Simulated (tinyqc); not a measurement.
Worked calculation: optical transitions of a finite quantum well. Values are carried at full precision from step to step, so a last printed digit may differ when a step is redone from the rounded ones.

Each carrier sees a square well of width L with its own depth V and masses m (inside), mb (outside); c = hbar^2/2m0, k = sqrt(m E/c), kappa = sqrt(mb (V - E)/c), and level n solves k L + 2 atan[(k/m)/(kappa/mb)] = n pi. The envelope is cos(kz) for odd n and sin(kz) for even n inside, joins exp(-kappa (|z| - L/2)) outside, and is normalised to 1. Excitons and band mixing are left out.

Constants: hbar^2/2m0 = 3.80998211 eV angstrom^2; hc = 1239.841984 eV nm; fine-structure constant alpha = 0.007297352564.

Inputs chosen for the exercise (near those of an InGaAs well in InP; shifted at random, so the results belong to these values and not to a real crystal):
```
symbol  value   unit         meaning
L       100     angstrom     well width
Eg      0.826   eV           gap of the well
Vc      0.24    eV           conduction offset
Vv      0.34    eV           valence offset
me      0.0411  m0           electron, well
meb     0.0784  m0           electron, barrier
mh      0.377   m0           heavy hole along z, well
mhb     0.529   m0           heavy hole, barrier
ml      0.0529  m0           light hole along z, well
mlb     0.1256  m0           light hole, barrier
Ns      0.26    x 1e12/cm^2  electrons in e1
n_r     3.49                 refractive index
G       3       meV          half width of the line
```

## Confinement energies

Up to three levels for each carrier.

Levels:
```
level  E (eV)  k (1/angstrom)  kappa (1/angstrom)
e1     0.0389         0.02049             0.06432
e2     0.1568         0.04112             0.04138
hh1    0.0078         0.02782             0.21476
hh2    0.0313         0.05562             0.20704
hh3    0.0702         0.08337             0.19353
lh1    0.0344         0.02187             0.10036
lh2    0.1424         0.04447             0.08071
lh3    0.3167         0.06631             0.02770
```

## Interband transitions

From e1 and e2 to each hole level: E = Eg + E_e + E_h, wavelength hc/E, squared overlap of the envelopes, and the strength |<S|p|v>|^2 in units of P^2 at the subband edge: overlap^2 times 1/2 (hh) or 1/6 (lh) for light polarised in the plane (TE), times 0 (hh) or 2/3 (lh) along z (TM).

Transitions:
```
pair    E (eV)  wavelength (nm)  overlap^2      TE      TM
e1-hh1  0.8728           1420.6     0.9353  0.4676  0.0000
e1-hh2  0.8962           1383.4     0.0000  0.0000  0.0000
e1-lh1  0.8994           1378.6     0.9933  0.1655  0.6622
e1-hh3  0.9352           1325.8     0.0264  0.0132  0.0000
e2-hh1  0.9906           1251.6     0.0000  0.0000  0.0000
e1-lh2  1.0074           1230.8     0.0000  0.0000  0.0000
e2-hh2  1.0140           1222.7     0.7669  0.3834  0.0000
e2-lh1  1.0172           1218.9     0.0000  0.0000  0.0000
e2-hh3  1.0530           1177.4     0.0000  0.0000  0.0000
e2-lh2  1.1252           1101.9     0.9533  0.1589  0.6355
e1-lh3  1.1817           1049.2     0.0045  0.0007  0.0030
e2-lh3  1.2995            954.1     0.0000  0.0000  0.0000
```

The edge is e1-hh1 at 1421 nm. Pairs of opposite parity vanish exactly; e1-hh3 is allowed by parity and reaches 0.0264, only because the two envelopes leak differently into the barriers.

## Intersubband transitions from e1

z_1j = <1|z|j>; 1/m1 = <1|1/m|1>; f_1j = (m1/c)(E_j - E_1) z_1j^2, which sums to 1 over all bound and continuum states.

Transitions:
```
pair  E (meV)  wavelength (micrometre)  |z| (angstrom)       f
1-2     117.8                    10.52           27.32  0.9747
```

m1 = 0.0422 m0
sum of f over bound states = 0.9747

The continuum carries the remaining 0.0253. With hard walls z_12 = 16 L/(9 pi^2) = 18.01 angstrom and f_12 = 256/(27 pi^2) = 0.9607.

## Absorption of one well

For light polarised along z (a real waveguide or Brewster geometry adds an angle factor), with all electrons in e1 and none in e2, the peak fractional absorption is 4 pi alpha Ns c f_12/(n_r m1 G) and the area under the Lorentzian line is pi G times that, c = hbar^2/2m0; 1e12/cm^2 = 1e-4/angstrom^2. EF - E1 = 2 pi c Ns/m1 at zero temperature.

peak absorption = 2.003 %
area = 18.88 % meV
EF - E1 = 14.7 meV

EF lies below e2, as assumed.

## Checks

- Sum of f over all levels of a difference grid (60 cells across the well) against 1: 0.999 against 1.000.
- The strength f_12 on that grid against the matched envelopes: 0.974 against 0.975.

Run: tinyqc, `OMP_NUM_THREADS=1 python tinyqc.py 1252177 1252178 out.jsonl`; Intel(R) Xeon(R) Processor @ 2.30GHz, one thread, shared host; about 0.05 s of CPU time with all checks.
